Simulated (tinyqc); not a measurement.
Growth mode over temperature: epitaxial growth on a vicinal surface: Burton-Cabrera-Frank step flow, step-edge barrier and island nucleation. Computed by tinyqc, a small Python program. Command: `OMP_NUM_THREADS=1 python tinyqc.py 3010815 3010816 out.jsonl stepflow walk`. One thread of a shared host (Intel(R) Xeon(R) Processor @ 2.30GHz), about 0.04 s of CPU time with the checks.

Adatoms land at rate F, hop on a square grid (a simplification for hexagonal faces), desorb, or join steps. Lengths are in units of a and n is the adatom coverage. Steps ascend at x = 0 and descend at x = l.

Inputs (values chosen for the exercise, close to those used for 4H-SiC(0001)):
```
quantity,value,unit
site spacing a,3.08,angstrom
step height h,2.52,angstrom
diffusion barrier E_d,1.93,eV
desorption energy E_a,3.73,eV
adatom formation energy E_f,1.5,eV
step-edge barrier E_s,0.075,eV
attempt frequency nu,1,THz
deposition rate F,0.13,layers/s
miscut angle,1,degrees
temperature T,1580,C
critical nucleus size i,1,-
```

Constants: k_B = 8.617333262e-05 eV/K.

Method:
- D = nu exp(-E_d/(k_B T)) (a^2/s, nu counted per direction); tau = exp(E_a/(k_B T))/nu; x_s = sqrt(D tau); n_eq = exp(-E_f/(k_B T)); terrace width l = h/(a tan(miscut)); Schwoebel length l_s = exp(E_s/(k_B T)) - 1.
- D n'' - n/tau + F = 0 with n(0) = n_eq and -l_s n'(l) = n(l) - n_eq. With u = n - F tau, A = n_eq - F tau, y = l/x_s, s = l_s/x_s: u = A cosh(x/x_s) + B sinh(x/x_s), B = A (1 - cosh y - s sinh y)/(sinh y + s cosh y). Flux into the ascending step J+ = D B/x_s, over the descending one J- = -(D/x_s)(A sinh y + B cosh y); step velocity J+ + J-; growth rate (J+ + J-)/l. For small y: J+ + J- = (F - n_eq/tau) l, J-/J+ = l/(l + 2 l_s).
- Island density on a flat surface without desorption: N = 0.25 (F/D)^(i/(i+2)) exp(E_i/((i+2) k_B T)) per site, with E_i = 0 for i = 1; spacing l_n = N^(-1/2). Step flow needs an effective width l_eff = 2 x(peak) below l_n.
- Temperatures in kelvin are T(C) + 273.15.
- x(peak) solves tanh(x/x_s) = -B/A. Rows where evaporation outweighs deposition are left out.

Scales:
```
T (C),x_s (a),l_s (a),incorporated share,l_n (a),l_eff/l_n
1380,554.28,0.69295,0.99850,29.382,1.6186
1430,460.45,0.66699,0.99653,31.395,1.5140
1480,386.57,0.64287,0.99163,33.420,1.4215
1530,327.71,0.62041,0.97972,35.453,1.3394
1580,280.30,0.59944,0.95171,37.490,1.2661
1630,241.72,0.57983,0.88838,39.527,1.2004
1680,210.04,0.56144,0.75079,41.562,1.1411
1730,183.80,0.54417,0.46314,43.593,1.0876
```

What follows from these numbers?

The ratio stays above 1: islands in every row. Incorporation goes from 99.9 % to 46.3 %, as n_eq rises towards F tau or x_s falls below the terrace width: the window for smooth growth closes from above.

Extremes, crossings and ranges named in words are read from the listed rows.
